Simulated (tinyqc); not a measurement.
# Worked calculation: MOSFET in the linear regime without short-channel effects, parameter extraction from computed curves

Program tinyqc, `OMP_NUM_THREADS=1 python tinyqc.py 2210161 2210162 out.jsonl`; Intel Xeon 2.30GHz, shared host, one thread, about 0.01 s. Printed values are rounded.

Inversion charge Q = Cox n Vt W0(exp((Vg - VT)/(n Vt))), W0 the Lambert function and n = nf; u = Q/Cox; mobility mu = mu0/(1 + th1 u + th2 u^2); channel resistance Rch = (L - dL)/(W mu Q); Id = Vd/(Rch + Rsd/W). Cox = eps0 eox/tox. Small Vd, no channel-length or drain effects.

Parameters, values chosen for the exercise; channel values of the order met in silicon transistors: temperature T = 200 K; relative permittivity of the gate insulator (close to silicon dioxide) eox = 3.9; insulator thickness tox = 3 nm; low-field mobility mu0 = 170 cm^2/(V s); first mobility attenuation factor th1 = 0.1 1/V; second mobility attenuation factor th2 = 0 1/V^2; threshold voltage VT = 0.57 V; body factor nf = 1.47; gate width W = 1 um; drawn gate length L = 0.092 um; drawn less effective length dL = 0.007 um; source plus drain resistance Rsd = 230 ohm um; drain voltage Vd = 0.025 V.

Constants: q = 1.602176634e-19 C, kB = 1.380649e-23 J/K, Vt = kB T/q, eps0 = 8.8541878128e-14 F/cm where lengths are in cm. Results are converted to the units shown.

## Transfer curve

Vg, point 0 to 11 (V): [0.37, 0.47, 0.57, 0.67, 0.77, 0.87, 0.97, 1.07, 1.17, 1.27, 1.37, 1.47]

u, mu, Rch and Id as defined.

u, point 0 to 11 (V): [9.44360e-6, 4.80044e-4, 0.0143686, 0.0731401, 0.154237, 0.242747, 0.334616, 0.428358, 0.523287, 0.619030, 0.715366, 0.812151]
mu, point 0 to 11 (cm^2/(V s)): [170.000, 169.992, 169.756, 168.766, 167.418, 165.971, 164.496, 163.017, 161.546, 160.090, 158.651, 157.231]
Rch, point 0 to 11 (ohm): [4.59982e7, 9.04936e5, 30275.3, 5982.56, 2859.80, 1832.91, 1341.61, 1057.52, 873.553, 745.162, 650.664, 578.300]
Id, point 0 to 11 (uA): [5.43497e-4, 0.0276192, 0.819530, 4.02410, 8.09114, 12.1188, 15.9073, 19.4172, 22.6541, 25.6368, 28.3877, 30.9291]

## Threshold and mobility at the peak transconductance

gm_i = (Id_(i+1) - Id_(i-1))/(Vg_(i+1) - Vg_(i-1)); at the point j of largest gm the tangent meets the axis at V_ext = Vg_j - Id_j/gm_j; field-effect mobility gm_j L/(W Cox Vd) with the drawn L.

gm, point 1 to 10 (uS): [4.09493, 19.9824, 36.3580, 40.4736, 39.0806, 36.4921, 33.7342, 31.0975, 28.6679, 26.4618]
j = 4
V_ext = 0.570089 V
field-effect mobility = 129.398 cm^2/(V s)

V_ext is 0.089 mV above the model VT, and the mobility so found is 30 % below mu0 L/(L - dL) = 184 cm^2/(V s), the value for the drawn L; attenuation, series resistance and the slow approach of Q to a straight line all lower the peak gm.

## The Y function

Y_i = Id_i/sqrt(gm_i). For Id = beta Vd x/(1 + th x), x = Vg - VT, Y = sqrt(beta Vd) x whatever th. Slope s from points 7 and 10; VT_Y = Vg - Y/s at point 10; beta = s^2/Vd; mobility beta L/(W Cox) with the drawn L; th* = (beta Vd x/Id - 1)/x at point 10.

Y, point 1 to 10 (uA^0.5 V^0.5): [0.0136486, 0.183333, 0.667374, 1.27181, 1.93856, 2.63327, 3.34312, 4.06241, 4.78812, 5.51849]
s = 7.25123 uA^0.5 V^-0.5
VT_Y = 0.608957 V
beta = 2103.21 uA/V^2
mobility from Y = 168.104 cm^2/(V s)
th* = 0.538236 1/V

The mobility from Y is 8.6 % below mu0 L/(L - dL) = 184 cm^2/(V s), which it should reach in deep inversion when th2 = 0. th* compares with th1 + mu0 Cox Rsd/(L - dL) = 0.629 1/V, since series resistance enters like th1.
